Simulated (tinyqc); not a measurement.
Pariser-Parr-Pople SCF with singles CI, for the molecule NC1=C2C=CC(F)=C2C=C1 (SMILES; centres numbered as the heavy atoms are written), step by step. One step of it, computed by the program tinyqc.

Task: Iteration 1: Fock matrix. F_rr = H_rr + P_rr gamma_rr / 2 + sum_(s != r) P_ss gamma_rs; F_rs = H_rs - P_rs gamma_rs / 2; E = tr P (H + F) / 2 + core repulsion sum_(r<s) z_r z_s gamma_rs.

P at the start:
```
            1N         2C         3C         4C         5C         6C         7F         8C
1N    1.931246   0.192991  -0.081031  -0.043031  -0.036614  -0.011203   0.000594   0.100782
2C    0.192991   1.427623   0.284939  -0.010452   0.048167   0.075705  -0.006638  -0.269549
3C   -0.081031   0.284939   1.562966   0.612432   0.091520  -0.248711   0.025976   0.310208
4C   -0.043031  -0.010452   0.612432   0.417347   0.281045   0.192454  -0.024714  -0.164065
5C   -0.036614   0.048167   0.091520   0.281045   0.459871   0.718709  -0.069522  -0.195465
6C   -0.011203   0.075705  -0.248711   0.192454   0.718709   1.559655   0.043566   0.245399
7F    0.000594  -0.006638   0.025976  -0.024714  -0.069522   0.043566   1.995665  -0.023548
8C    0.100782  -0.269549   0.310208  -0.164065  -0.195465   0.245399  -0.023548   1.604410
9C   -0.146527   0.249796  -0.163219  -0.301524  -0.225273  -0.026142  -0.000759   0.573836
10C  -0.232431   0.745281  -0.162673  -0.221388  -0.083111   0.051857  -0.005949   0.021424

            9C        10C
1N   -0.146527  -0.232431
2C    0.249796   0.745281
3C   -0.163219  -0.162673
4C   -0.301524  -0.221388
5C   -0.225273  -0.083111
6C   -0.026142   0.051857
7F   -0.000759  -0.005949
8C    0.573836   0.021424
9C    0.461737   0.357950
10C   0.357950   0.579480
```

core matrix H (eV):
```
             1N          2C          3C          4C          5C          6C          7F          8C
1N   -58.415816   -2.240000    0.000000    0.000000    0.000000    0.000000    0.000000    0.000000
2C    -2.240000  -56.452295   -2.390000    0.000000    0.000000    0.000000    0.000000    0.000000
3C     0.000000   -2.390000  -57.934635   -2.390000    0.000000    0.000000    0.000000   -2.390000
4C     0.000000    0.000000   -2.390000  -52.425689   -2.390000    0.000000    0.000000    0.000000
5C     0.000000    0.000000    0.000000   -2.390000  -51.928966   -2.390000    0.000000    0.000000
6C     0.000000    0.000000    0.000000    0.000000   -2.390000  -57.079322   -2.100000   -2.390000
7F     0.000000    0.000000    0.000000    0.000000    0.000000   -2.100000  -72.990365    0.000000
8C     0.000000    0.000000   -2.390000    0.000000    0.000000   -2.390000    0.000000  -58.086869
9C     0.000000    0.000000    0.000000    0.000000    0.000000    0.000000    0.000000   -2.390000
10C    0.000000   -2.390000    0.000000    0.000000    0.000000    0.000000    0.000000    0.000000

             9C         10C
1N     0.000000    0.000000
2C     0.000000   -2.390000
3C     0.000000    0.000000
4C     0.000000    0.000000
5C     0.000000    0.000000
6C     0.000000    0.000000
7F     0.000000    0.000000
8C    -2.390000    0.000000
9C   -52.449782   -2.390000
10C   -2.390000  -51.711119
```

repulsion gamma_rs (eV):
```
            1N         2C         3C         4C         5C         6C         7F         8C
1N   16.800000   5.924182   4.084176   3.272151   2.544086   2.492608   2.113018   3.094084
2C    5.924182  11.130000   5.344620   3.639148   2.903411   3.005676   2.557150   4.045219
3C    4.084176   5.344620  11.130000   5.346468   4.045869   4.045219   3.194158   5.344221
4C    3.272151   3.639148   5.346468  11.130000   5.345034   4.045736   3.194360   4.045814
5C    2.544086   2.903411   4.045869   5.345034  11.130000   5.345821   4.260414   4.045755
6C    2.492608   3.005676   4.045219   4.045736   5.345821  11.130000   6.302237   5.344620
7F    2.113018   2.557150   3.194158   3.194360   4.260414   6.302237  21.400000   4.260367
8C    3.094084   4.045219   5.344221   4.045814   4.045755   5.344620   4.260367  11.130000
9C    3.094273   4.045736   4.045814   3.006570   2.903898   3.639148   3.384284   5.346468
10C   4.084219   5.345821   4.045755   2.903898   2.570178   2.903411   2.611357   4.045869

            9C        10C
1N    3.094273   4.084219
2C    4.045736   5.345821
3C    4.045814   4.045755
4C    3.006570   2.903898
5C    2.903898   2.570178
6C    3.639148   2.903411
7F    3.384284   2.611357
8C    5.346468   4.045869
9C   11.130000   5.345034
10C   5.345034  11.130000
```

Centres (angstrom, eV; a flat drawing with bonds scaled to 1.40 angstrom):
```
centre          x          y  core charge z          W   gamma_rr
1N       2.907000   0.856000              2  25.600000  16.800000
2C       1.747000   0.073000              1  11.160000  11.130000
3C       0.431000   0.552000              1  11.160000  11.130000
4C      -0.352000   1.712000              1  11.160000  11.130000
5C      -1.698000   1.326000              1  11.160000  11.130000
6C      -1.747000  -0.073000              1  11.160000  11.130000
7F      -2.907000  -0.856000              2  39.000000  21.400000
8C      -0.431000  -0.552000              1  11.160000  11.130000
9C       0.352000  -1.712000              1  11.160000  11.130000
10C      1.698000  -1.326000              1  11.160000  11.130000
```

Give: F; pi energy.

Result:

F (eV):
```
         1N      2C      3C      4C      5C      6C       7F      8C
1N   -7.953  -2.812   0.165   0.070   0.047   0.014   -0.001  -0.156
2C   -2.812  -4.612  -3.151   0.019  -0.070  -0.114    0.008   0.545
3C    0.165  -3.151  -4.157  -4.027  -0.185   0.503   -0.041  -3.219
4C    0.070   0.019  -4.027  -5.527  -3.141  -0.389    0.039   0.332
5C    0.047  -0.070  -0.185  -3.141  -5.596  -4.311    0.148   0.395
6C    0.014  -0.114   0.503  -0.389  -4.311  -4.311   -2.237  -3.046
7F   -0.001   0.008  -0.041   0.039   0.148  -2.237  -15.880   0.050
8C   -0.156   0.545  -3.219   0.332   0.395  -3.046    0.050  -3.855
9C    0.227  -0.505   0.330   0.453   0.327   0.048    0.001  -3.924
10C   0.475  -4.382   0.329   0.321   0.107  -0.075    0.008  -0.043

         9C     10C
1N    0.227   0.475
2C   -0.505  -4.382
3C    0.330   0.329
4C    0.453   0.321
5C    0.327   0.107
6C    0.048  -0.075
7F    0.001   0.008
8C   -3.924  -0.043
9C   -5.110  -3.347
10C  -3.347  -5.551
```

pi energy = -184.510 eV
